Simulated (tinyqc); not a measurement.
Threshold-voltage variability of a planar MOSFET, analytic estimates: effect of the correlation length of the roughness.

Three independent sources add in quadrature: random dopants in the depleted layer, metal-gate grains of two orientations, and roughness of the two gate edges acting through the roll-off VT = VT(long) - Vr exp(-L/l). These are first-order estimates: no three-dimensional electrostatics, no percolation.

ni = sqrt(Nc Nv) exp(-Eg/(2 Vt)), Eg in volts; Cox = 3.9 eps0/ti; Wd = sqrt(4 eps0 eps_r Vt ln(Na/ni)/(q Na)); dopants: s1 = (q/Cox) sqrt(Na Wd/(3 L W)). Grains: Ng = L W/G^2 (at least 1), s2 = dW sqrt(p (1 - p)/Ng). Edges, with exponential correlation and u = W/La: the mean gate length has sL^2 = 2 De^2 (2/u)[1 - (1 - exp(-u))/u]; s3 = sL (Vr/l) exp(-L/l). s = sqrt(s1^2 + s2^2 + s3^2). l and Vr are held fixed.

Values chosen for this exercise; material values close to those of germanium:
```
symbol    value   unit                                                 meaning
T           300      K                                             temperature
Eg        0.664     eV                                                band gap
eps_r        16                     relative permittivity of the semiconductor
Nc      1.02e19  cm^-3                  conduction-band density of states at T
Nv      6.05e18  cm^-3                     valence-band density of states at T
Na       8.8e17  cm^-3                                          channel doping
ti          1.9     nm                 oxide-equivalent thickness in inversion
L            90     nm                                             gate length
W           290     nm                                              gate width
G             4     nm                                        metal grain size
dW          0.2     eV  work-function difference of the two grain orientations
p           0.4               share of the orientation of higher work function
De          1.1     nm                          rms roughness of one gate edge
l            16     nm                  decay length of the threshold roll-off
Vr          1.1      V                               prefactor of the roll-off
```

Constants: q = 1.602176634e-19 C, kB = 1.380649e-23 J/K, Vt = kB T/q, eps0 = 8.8541878128e-14 F/cm where lengths are in cm. Results are converted to the units shown.

The same in every row: s1 (mV) = 5.391; s2 (mV) = 2.426.

Effect of the correlation length of the roughness:

| La (nm) | s3 (mV) | s (mV) | s sqrt(L W) (mV um) |
|---|---|---|---|
| 2 | 0.04514 | 5.912 | 0.9550 |
| 5 | 0.07101 | 5.912 | 0.9551 |
| 10 | 0.09953 | 5.912 | 0.9551 |
| 20 | 0.1382 | 5.913 | 0.9553 |
| 40 | 0.1881 | 5.914 | 0.9555 |
| 80 | 0.2450 | 5.916 | 0.9558 |
| 160 | 0.2973 | 5.919 | 0.9562 |

What does the table show?

As La goes from 2 to 160 nm, s stays near 5.91 mV. The dopants are the largest source in the first and the last row. The edge term s3 rises from 0.0451 to 0.297 mV: a longer correlation averages out less along the width.

Computed by the program tinyqc: `OMP_NUM_THREADS=1 python tinyqc.py 2090054 2090055 out.jsonl`, one thread of a shared Intel Xeon 2.30GHz, about 0.01 s for the whole run.
